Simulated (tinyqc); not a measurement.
Implant damage, amorphisation by cascade overlap, and solid-phase epitaxial regrowth: one step, computed by the program tinyqc.

Range and width of the damage are inputs. Dynamic annealing enters only through the surviving share f.

Problem. Overlap model. Gibbons model: a point turns amorphous after n + 1 hits; with y = A_i Q the amorphous share is 1 - exp(-y) sum_(k=0..n) y^k/k!. Doses are set by y.

Inputs (values chosen for the exercise, modelled on germanium ions in germanium): overlaps needed n = 2; area amorphised by one track A_i = 0.49 nm^2.

Give: the table «Amorphous share» with the columns Q (1/cm^2), direct impact (n = 0), given n, for y = 0.1, 0.3, 0.6, 1.0, 2.0, 3.0, 5.0, 8.0.

Solution.

Amorphous share:
```
y    Q (1/cm^2)  direct impact (n = 0)    given n
0.1   2.041e+13                 0.0952  1.547e-04
0.3   6.122e+13                 0.2592  3.599e-03
0.6   1.224e+14                 0.4512  2.312e-02
1.0   2.041e+14                 0.6321  8.030e-02
2.0   4.082e+14                 0.8647  3.233e-01
3.0   6.122e+14                 0.9502  5.768e-01
5.0   1.020e+15                 0.9933  8.753e-01
8.0   1.633e+15                 0.9997  9.862e-01
```

At small y the share grows as y^3; between the first rows the exponent is 2.86.
